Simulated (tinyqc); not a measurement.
Mirror strength against the number of periods: longitudinal sound in a periodic multilayer: transfer matrices, stop bands and folded phonons. Computed by tinyqc, a small Python program. Command: `OMP_NUM_THREADS=1 python tinyqc.py 3011768 3011769 out.jsonl multilayer walk`. One thread of a shared host (Intel(R) Xeon(R) Processor @ 2.30GHz), about 0.01 s of CPU time with the checks.

Layers 1 and 2 repeat with period d = d_1 + d_2; waves travel normal to the layers, without loss. State vector (u, s): displacement u and stress divided by omega. Impedances Z = rho v are in 1e6 kg/(m^2 s).

Inputs (values chosen for the exercise, modelled on silica (layer 1), platinum (layer 2) and silica (substrate)):

| quantity | value | unit |
|---|---|---|
| density rho_1 | 2.16 | g/cm^3 |
| velocity v_1 | 6010 | m/s |
| thickness d_1 | 14.9 | nm |
| density rho_2 | 21.1 | g/cm^3 |
| velocity v_2 | 4060 | m/s |
| thickness d_2 | 10.2 | nm |
| substrate density | 2.21 | g/cm^3 |
| substrate velocity | 5850 | m/s |
| frequency f | 126 | GHz |

Method:
- Z = rho v; interface reflection r = (Z_2 - Z_1)/(Z_2 + Z_1) (stress amplitude, from 1 into 2); Bragg frequency f_B = 1/[2 (d_1/v_1 + d_2/v_2)]; long-wave velocity v_eff = d/sqrt[(d_1/v_1)^2 + (d_2/v_2)^2 + (Z_1/Z_2 + Z_2/Z_1)(d_1/v_1)(d_2/v_2)].
- A layer maps (u, s) by [[cos p, sin p/Z], [-Z sin p, cos p]], p = 2 pi f d_i/v_i; one period is M = M_2 M_1, and cos(q d) = trace(M)/2.
- For N periods A = M^N. A wave comes from a thick layer of material 1 and leaves into the substrate (Z_s): transmitted power T = 4 Z_1 Z_s/|Z_1 A_22 + Z_s A_11 - i (Z_1 Z_s A_12 - A_21)|^2, reflected power R = 1 - T.

Bragg frequency f_B = 100.170 GHz

Z_2 = 85.666

Z_1 = 12.9816

Z of the substrate = 12.9285

trace(M)/2 = -2.69546

Transmitted power:

| N | T at f_B | T at f_B (dB) | T at f |
|---|---|---|---|
| 1 | 0.087442 | -10.583 | 0.10292 |
| 2 | 0.0020990 | -26.780 | 0.0039332 |
| 3 | 4.8258e-05 | -43.164 | 1.4571e-04 |
| 4 | 1.1084e-06 | -59.553 | 5.3919e-06 |
| 6 | 5.8467e-10 | -92.331 | 7.3826e-09 |
| 8 | 3.0841e-13 | -125.11 | 1.0108e-11 |
| 12 | 8.5815e-20 | -190.66 | 1.8951e-17 |
| 16 | 2.3878e-26 | -256.22 | 3.5528e-23 |
| 24 | 1.8487e-39 | -387.33 | 1.2487e-34 |

What follows from these numbers?

At f_B each further period removes 16.39 dB at large N, which is 20 log10 of the impedance ratio, 16.39 dB, as for a quarter-wave stack; 99 % reflection needs N = 2 among these rows. At f, in a stop band, T decays as well. Values below about 1e-6 belong to the ideal stack: roughness and scattering into other modes, left out here, set a floor in a real one.
